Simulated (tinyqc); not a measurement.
Inside a calculation. Method: Hueckel theory of the pi electrons with the omega technique, for the molecule C=Cc1ccccc1 (SMILES; centres numbered as the heavy atoms are written). One step of it, computed by the program tinyqc.

Task: Orbitals, round 1. Diagonalise; E = alpha + x beta with beta < 0, so the largest x are filled first; degenerate levels share their electrons. P = sum n_i c_ri c_si; each orbital has its largest coefficient positive (the first on a tie).

Hueckel matrix in units of beta (H = alpha + beta A), lower triangle:
```
          1C        2C        3C        4C        5C        6C        7C        8C
1C  0.000000
2C  1.000000  0.000000
3C  0.000000  1.000000  0.000000
4C  0.000000  0.000000  1.000000  0.000000
5C  0.000000  0.000000  0.000000  1.000000  0.000000
6C  0.000000  0.000000  0.000000  0.000000  1.000000  0.000000
7C  0.000000  0.000000  0.000000  0.000000  0.000000  1.000000  0.000000
8C  0.000000  0.000000  1.000000  0.000000  0.000000  0.000000  1.000000  0.000000
```

pi electrons, sum of z_r less the charge = 8

Give: x values; occupations; coefficients; charge and bond-order matrix P.

Result:

x values: 2.136  1.414  1.000  0.662  -0.662  -1.000  -1.414  -2.136

occupations: 2.000  2.000  2.000  2.000  0.000  0.000  0.000  0.000

coefficients:
```
      MO1     MO2     MO3     MO4     MO5     MO6     MO7     MO8
1C  0.144   0.354   0.000   0.595   0.595   0.000  -0.354   0.144
2C  0.308   0.500   0.000   0.394  -0.394   0.000   0.500  -0.308
3C  0.513   0.354   0.000  -0.334  -0.334   0.000  -0.354   0.513
4C  0.394   0.000   0.500  -0.308   0.308   0.500   0.000  -0.394
5C  0.329  -0.354   0.500   0.130   0.130  -0.500   0.354   0.329
6C  0.308  -0.500   0.000   0.394  -0.394   0.000  -0.500  -0.308
7C  0.329  -0.354  -0.500   0.130   0.130   0.500   0.354   0.329
8C  0.394   0.000  -0.500  -0.308   0.308  -0.500   0.000  -0.394
```

charge and bond-order matrix P, lower triangle:
```
        1C      2C      3C      4C      5C     6C     7C     8C
1C   1.000
2C   0.911   1.000
3C   0.000   0.406   1.000
4C  -0.253   0.000   0.610   1.000
5C   0.000  -0.048   0.000   0.679   1.000
6C   0.204   0.000  -0.301   0.000   0.659  1.000
7C   0.000  -0.048   0.000  -0.321   0.000  0.659  1.000
8C  -0.253   0.000   0.610   0.000  -0.321  0.000  0.679  1.000
```
